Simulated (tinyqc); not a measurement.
Subthreshold parameters from three currents.

Problem. Far below threshold and for Vds well above Vt the virtual-source current tends to I = Cinv n Vt vx0 exp((Vgs - VT0 + dl Vds + al Vt)/(n Vt)) per width, with constant n; the three currents follow this limit. Find n, dl and VT0.

Values chosen for this exercise:
- T = 300 K (temperature)
- Cinv = 3.58 uF/cm^2 (inversion capacitance)
- vx0 = 1.39e7 cm/s (velocity at the virtual source)
- al = 3.5 (threshold shift (in units of Vt) from weak to strong inversion)

Constants: q = 1.602176634e-19 C, kB = 1.380649e-23 J/K, Vt = kB T/q. Results are converted to the units shown.

I at (Vgs, Vds) = (-0.2, 0.3), (-0.09, 0.3) and (-0.2, 1.4) V (nA/um): [0.73681365, 18.062181, 3.5332129]

Answer. The first two currents differ in Vgs alone and give n; the first and third differ in Vds alone and give dl; the size of the first then gives VT0.

n = 1.330
dl = 0.04900 V/V
VT0 = 0.3300 V

Program tinyqc, `OMP_NUM_THREADS=1 python tinyqc.py 2380041 2380042 out.jsonl`; Intel Xeon 2.30GHz, shared host, one thread, about 0.01 s.
